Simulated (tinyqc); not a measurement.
## Thickness from two neighbouring fringes

Question. At normal incidence a transparent film with an index between those of air and substrate, taken as constant, has reflectance minima at 2 n1 d = (m + 1/2) lam (small phase shifts at the substrate neglected). Find d and the order m of the shorter wavelength.

Parameters, values chosen for the exercise:
```
symbol  value  unit                        meaning
n1      2.046        index of the transparent film
```

wavelengths of two neighbouring reflectance minima (nm): [435, 531.66667]

Answer. Neighbouring orders differ by one: 2 n1 d (1/lam1 - 1/lam2) = 1.

d = 585 nm
m = 5

Computed by the program tinyqc: `OMP_NUM_THREADS=1 python tinyqc.py 2870109 2870110 out.jsonl`, one thread of a shared Intel Xeon 2.30GHz, about 0.01 s for the whole run.
